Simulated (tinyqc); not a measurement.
What grading buys: minority-electron transport through the base of a bipolar transistor (Moll-Ross and Kroemer integrals). Computed by tinyqc, a small Python program. Command: `OMP_NUM_THREADS=1 python tinyqc.py 3028251 3028252 out.jsonl base walk`. One thread of a shared host (Intel(R) Xeon(R) Processor @ 2.30GHz), about 0.01 s of CPU time with the checks.

Low injection, one dimension, x from the emitter edge (0) to the collector edge (W), s = x/W. Recombination is treated as a small correction (valid for tau_B well below tau_n), computed from the stored charge.

Inputs (values chosen for the exercise, modelled on silicon):
```
quantity                               value        unit
base doping at the emitter edge N_0  4.2e+19      1/cm^3
base width W                             310          nm
mu_min                                   240  cm^2/(V s)
mu_max                                  1300  cm^2/(V s)
N_ref                                9.6e+16      1/cm^3
saturation velocity v_s                 0.93    1e7 cm/s
temperature T                            300           K
```

Base doping profile: uniform. Gap grading: linear. Exit of the base: infinite sink.

Constants: k_B = 8.617333262e-05 eV/K.

Method. N(x) = N_0; n_i(x)^2 = n_i^2 exp(s dE_g/k_B T); D(x) = (k_B T/e) mu, mu = mu_min + (mu_max - mu_min)/(1 + (N/N_ref)^0.7). With y(x) = N n_i^2/(D n_i(x)^2): base Gummel number G_B = int_0^W y dx; J_C = e n_i^2 exp(e V_BE/k_B T)/G_B; n(x) = (J_C/e)(n_i(x)^2/(N n_i^2)) [int_x^W y dx]; transit time tau_B = (e/J_C) int n dx; trapezoid rule on 401 even points.

The same base with other gradings:
```
dE_g (meV)  dE_g/k_B T  G_B (s/cm^4)  J_C gain  tau_B (ps)  speed gain
0                0.000    1.9765e+14     1.000      72.943      1.0000
25               0.967    1.2668e+14     1.560      54.171      1.3465
50               1.934    8.7422e+13     2.261      42.067      1.7340
75               2.901    6.4385e+13     3.070      33.906      2.1514
100              3.868    5.0030e+13     3.951      28.169      2.5895
150              5.802    3.3962e+13     5.820      20.823      3.5030
200              7.736    2.5538e+13     7.739      16.421      4.4420
300             11.605    1.7033e+13    11.604      11.489      6.3490
```

What follows from these numbers?

At 100 meV J_C rises by a factor 3.95 and the transit is 2.59 times faster; at 300 meV the factors are 11.60 and 6.35. For a uniform base without exit term both tend to be linear in dE_g/k_B T, J_C as x/(1 - exp(-x)) and the speed as x/2.
